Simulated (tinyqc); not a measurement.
## MOSFET in the linear regime without short-channel effects, parameter extraction from computed curves: extraction methods against the body factor

Inversion charge Q = Cox n Vt W0(exp((Vg - VT)/(n Vt))), W0 the Lambert function and n = nf; u = Q/Cox; mobility mu = mu0/(1 + th1 u + th2 u^2); channel resistance Rch = (L - dL)/(W mu Q); Id = Vd/(Rch + Rsd/W). Cox = eps0 eox/tox. Small Vd, no channel-length or drain effects.

From the continuous curve Id(Vg): tangent at peak gm (V_ext = Vg - Id/gm); constant current Id = 0.1 uA W/L; peak of d2Id/dVg2; Y = Id/sqrt(gm) drawn through Vg = VT + 0.6 and VT + 0.8 V, with intercept VT_Y and slope s. Mobilities gm,max L/(W Cox Vd) and s^2 L/(W Cox Vd) with the drawn L. Last column: share of Rsd/W in the total resistance at VT + 0.8 V.

Parameters, values chosen for the exercise; channel values of the order met in silicon transistors:
- T = 300 K (temperature)
- eox = 8.88 (relative permittivity of the gate insulator (close to aluminium oxide))
- tox = 13 nm (insulator thickness)
- mu0 = 230 cm^2/(V s) (low-field mobility)
- th1 = 0.48 1/V (first mobility attenuation factor)
- th2 = 0 1/V^2 (second mobility attenuation factor)
- VT = 0.49 V (threshold voltage)
- W = 0.5 um (gate width)
- L = 0.26 um (drawn gate length)
- dL = 0.008 um (drawn less effective length)
- Rsd = 100 ohm um (source plus drain resistance)
- Vd = 0.01 V (drain voltage)

Constants: q = 1.602176634e-19 C, kB = 1.380649e-23 J/K, Vt = kB T/q, eps0 = 8.8541878128e-14 F/cm where lengths are in cm. Results are converted to the units shown.

Extraction methods against the body factor:
```
nf	V_ext (V)	constant current (V)	second derivative (V)	VT_Y (V)	mobility from gm (cm^2/(V s))	mobility from Y (cm^2/(V s))	series share (%)
1	0.495	0.589	0.483	0.533	173	219	2.85
1.1	0.495	0.589	0.482	0.534	171	217	2.84
1.2	0.494	0.589	0.481	0.535	169	215	2.82
1.3	0.492	0.588	0.480	0.535	166	213	2.81
1.4	0.491	0.587	0.478	0.536	164	211	2.79
1.5	0.490	0.587	0.477	0.536	162	209	2.78
1.6	0.488	0.586	0.476	0.536	161	207	2.76
1.7	0.487	0.584	0.475	0.536	159	205	2.75
```

Read the table: what changes, and by how much?

The model has VT = 0.49 V and mu0 = 230 cm^2/(V s). Over the table the extracted thresholds move by 8.9 mV (tangent), 4.7 mV (constant current), 7.5 mV (second derivative), 3.9 mV (Y function). The mobility from gm falls from 173 to 159 and that from Y falls from 219 to 205 cm^2/(V s).

Numbers from tinyqc (`OMP_NUM_THREADS=1 python tinyqc.py 2210097 2210098 out.jsonl`; about 0.01 s on one thread of a shared Intel Xeon 2.30GHz).
